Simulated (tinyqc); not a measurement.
Plane-wave Kohn-Sham cycle with exchange-only LDA in a layered model solid, step by step. Computed by tinyqc, a small Python program that keeps every step. Settings: points = 16, plane-wave index or count = 3, electrons = 4, k points = 4, area = 12.0, mixing = 0.5, iteration cap = 53, Kerker q0 = 1.33. Command: `OMP_NUM_THREADS=1 python tinyqc.py 23886 23887 out.jsonl` (the two numbers bound the seeds that draw the settings). One thread of a shared host (Intel(R) Xeon(R) Processor @ 2.60GHz), about 0.03 s of CPU time with the checks. Later iterations appear only in the table of the cycle.

## Iteration 1: potential

A solid whose potential varies along x alone (atomic units):

| parameter | value |
|---|---|
| period a | 13.400000 |
| cross-section of the cell | 12.000000 |
| electrons per cell | 4 |
| grid points | 16 |
| plane waves -n..n, n | 3 |
| k points | 4 |
| V1 in V1 cos(2 pi x/a) | -0.790000 |

density at the start, on the grid x_j = j a/N (e/bohr^3): 0.02487562  0.02487562  0.02487562  0.02487562  0.02487562  0.02487562  0.02487562  0.02487562  0.02487562  0.02487562  0.02487562  0.02487562  0.02487562  0.02487562  0.02487562  0.02487562

V_H(G) = 4 pi rho(G)/G^2 for G != 0 (uniform background); v_x = -(3 rho/pi)^(1/3); V = V_ext + V_H + v_x; Fourier components f(G_m) = (1/N) sum_j f(x_j) exp(-i G_m x_j).

Potentials on the grid (hartree):

| x | V_ext | V_H | v_x | V |
|---|---|---|---|---|
| 0.000000 | -0.790000 | 0.000000 | -0.287463 | -1.077463 |
| 0.837500 | -0.729865 | 0.000000 | -0.287463 | -1.017328 |
| 1.675000 | -0.558614 | 0.000000 | -0.287463 | -0.846077 |
| 2.512500 | -0.302320 | 0.000000 | -0.287463 | -0.589783 |
| 3.350000 | 0 | 0.000000 | -0.287463 | -0.287463 |
| 4.187500 | 0.302320 | 0.000000 | -0.287463 | 0.014857 |
| 5.025000 | 0.558614 | 0.000000 | -0.287463 | 0.271151 |
| 5.862500 | 0.729865 | 0.000000 | -0.287463 | 0.442402 |
| 6.700000 | 0.790000 | 0.000000 | -0.287463 | 0.502537 |
| 7.537500 | 0.729865 | 0.000000 | -0.287463 | 0.442402 |
| 8.375000 | 0.558614 | 0.000000 | -0.287463 | 0.271151 |
| 9.212500 | 0.302320 | 0.000000 | -0.287463 | 0.014857 |
| 10.050000 | 0 | 0.000000 | -0.287463 | -0.287463 |
| 10.887500 | -0.302320 | 0.000000 | -0.287463 | -0.589783 |
| 11.725000 | -0.558614 | 0.000000 | -0.287463 | -0.846077 |
| 12.562500 | -0.729865 | 0.000000 | -0.287463 | -1.017328 |

V(G_m), m = 0, 1, 2, ... (hartree): -0.287463  -0.395000  0.000000  0.000000  0.000000  0.000000  0.000000

## Iteration 1: Hamiltonian at one k

k = 0.125000 2 pi / a

H(m,m') = (k + G_m)^2/2 delta + V(G_m - G_m'), with V(-G) = V(G).

H (hartree):
```
           -3         -2         -1         +0         +1         +2         +3
-3   0.621185  -0.395000   0.000000   0.000000   0.000000   0.000000   0.000000
-2  -0.395000   0.099013  -0.395000   0.000000   0.000000   0.000000   0.000000
-1   0.000000  -0.395000  -0.203297  -0.395000   0.000000   0.000000   0.000000
+0   0.000000   0.000000  -0.395000  -0.285745  -0.395000   0.000000   0.000000
+1   0.000000   0.000000   0.000000  -0.395000  -0.148331  -0.395000   0.000000
+2   0.000000   0.000000   0.000000   0.000000  -0.395000   0.208944  -0.395000
+3   0.000000   0.000000   0.000000   0.000000   0.000000  -0.395000   0.786082
```

## Iteration 1: levels at that k

Diagonalise the Hermitian matrix.

eigenvalues (hartree): -0.875787  -0.485377  -0.121372  0.218617  0.442980  0.876976  1.021814

## Iteration 1: new density

Motion across x is left out: the lowest 2 band(s) hold two electrons at each of the k points (j + 1/2)/nk - 1/2. Residual R = rho(out) - rho(in); rho(new) = rho(in) + 0.5 R, with R(G) scaled by G^2/(G^2 + 1.33^2) (Kerker). rho(out) = 2/(a A nk) sum |psi|^2 with psi = sum c exp(i G x). Harris energy E = band energy - dV sum rho (V_H/2 + v_x) + (3/4) dV sum rho v_x with rho(in), dV = a A/N, band energy = (2/nk) sum of the filled levels.

rho(out) (e/bohr^3): 0.05750060  0.06470004  0.06139697  0.03346785  0.00916962  0.00125848  0.00017681  0.00007612  0.00001758  0.00007612  0.00017681  0.00125848  0.00916962  0.03346785  0.06139697  0.06470004

density after iteration 1 (e/bohr^3): 0.02423312  0.02788351  0.02980018  0.02468075  0.02138327  0.02243349  0.02388445  0.02450473  0.02463606  0.02450473  0.02388445  0.02243349  0.02138327  0.02468075  0.02980018  0.02788351

energy per cell = -2.43270065 hartree

## Iteration 2: potential

As before.

Potentials on the grid (hartree):

| x | V_ext | V_H | v_x | V |
|---|---|---|---|---|
| 0.000000 | -0.790000 | 0.120449 | -0.284966 | -0.954517 |
| 0.837500 | -0.729865 | 0.120089 | -0.298611 | -0.908387 |
| 1.675000 | -0.558614 | 0.094741 | -0.305302 | -0.769176 |
| 2.512500 | -0.302320 | 0.031904 | -0.286710 | -0.557126 |
| 3.350000 | 0 | -0.030978 | -0.273327 | -0.304305 |
| 4.187500 | 0.302320 | -0.066540 | -0.277730 | -0.041950 |
| 5.025000 | 0.558614 | -0.080690 | -0.283593 | 0.194332 |
| 5.862500 | 0.729865 | -0.085454 | -0.286027 | 0.358384 |
| 6.700000 | 0.790000 | -0.086595 | -0.286537 | 0.416868 |
| 7.537500 | 0.729865 | -0.085454 | -0.286027 | 0.358384 |
| 8.375000 | 0.558614 | -0.080690 | -0.283593 | 0.194332 |
| 9.212500 | 0.302320 | -0.066540 | -0.277730 | -0.041950 |
| 10.050000 | 0 | -0.030978 | -0.273327 | -0.304305 |
| 10.887500 | -0.302320 | 0.031904 | -0.286710 | -0.557126 |
| 11.725000 | -0.558614 | 0.094741 | -0.305302 | -0.769176 |
| 12.562500 | -0.729865 | 0.120089 | -0.298611 | -0.908387 |

V(G_m), m = 0, 1, 2, ... (hartree): -0.287132  -0.341811  0.008773  -0.001650  0.000214  0.000553  0.000098

## Iteration 2: Hamiltonian at one k

k = 0.125000 2 pi / a

As before.

H (hartree):
```
           -3         -2         -1         +0         +1         +2         +3
-3   0.621517  -0.341811   0.008773  -0.001650   0.000214   0.000553   0.000098
-2  -0.341811   0.099345  -0.341811   0.008773  -0.001650   0.000214   0.000553
-1   0.008773  -0.341811  -0.202966  -0.341811   0.008773  -0.001650   0.000214
+0  -0.001650   0.008773  -0.341811  -0.285414  -0.341811   0.008773  -0.001650
+1   0.000214  -0.001650   0.008773  -0.341811  -0.148000  -0.341811   0.008773
+2   0.000553   0.000214  -0.001650   0.008773  -0.341811   0.209276  -0.341811
+3   0.000098   0.000553   0.000214  -0.001650   0.008773  -0.341811   0.786413
```

## Iteration 2: levels at that k

As before.

eigenvalues (hartree): -0.775191  -0.426010  -0.103065  0.200178  0.390084  0.823032  0.971143

## Iteration 2: new density

As before.

rho(out) (e/bohr^3): 0.05496272  0.06183501  0.06023519  0.03549021  0.01144124  0.00208559  0.00033268  0.00009167  0.00002405  0.00009167  0.00033268  0.00208559  0.01144124  0.03549021  0.06023519  0.06183501

density after iteration 2 (e/bohr^3): 0.02445533  0.03009611  0.03329429  0.02524403  0.01918856  0.02024457  0.02268042  0.02391778  0.02422313  0.02391778  0.02268042  0.02024457  0.01918856  0.02524403  0.03329429  0.03009611

energy per cell = -2.12484499 hartree

## Convergence

Stop when sqrt(dV sum R^2) is below 1e-8, dV = a A/N.

Course of the cycle:

| iteration | E (hartree) | norm of the residual |
|---|---|---|
| 1 | -2.43270065 | 3.43e-01 |
| 2 | -2.12484499 | 3.05e-01 |
| 3 | -1.87347880 | 2.72e-01 |
| 4 | -1.67135005 | 2.41e-01 |
| 5 | -1.51162164 | 2.13e-01 |
| 6 | -1.38816309 | 1.86e-01 |
| 7 | -1.29555213 | 1.60e-01 |
| 8 | -1.22899099 | 1.35e-01 |
| 9 | -1.18406941 | 1.09e-01 |
| 10 | -1.15636966 | 8.42e-02 |
| 11 | -1.14121747 | 6.13e-02 |
| ... | ... | ... |
| 43 | -1.12908597 | 1.37e-06 |
| 44 | -1.12908597 | 9.91e-07 |
| 45 | -1.12908597 | 7.16e-07 |
| 46 | -1.12908597 | 5.18e-07 |
| 47 | -1.12908597 | 3.74e-07 |
| 48 | -1.12908597 | 2.70e-07 |
| 49 | -1.12908597 | 1.95e-07 |
| 50 | -1.12908597 | 1.41e-07 |
| 51 | -1.12908597 | 1.02e-07 |
| 52 | -1.12908597 | 7.38e-08 |
| 53 | -1.12908597 | 5.33e-08 |

Not converged within 53 iterations: the residual falls steadily but slowly, by a factor of about 0.72 a step. Reruns (cap 100 unless said): mixing 0.1: not converged; mixing 0.5, Kerker q0 1.0: converged in 42 (E = -1.12909); mixing 0.3, Pulay depth 5: converged in 34 (E = -1.12909); the original settings with a cap of 400: converged in 59 (E = -1.12909).
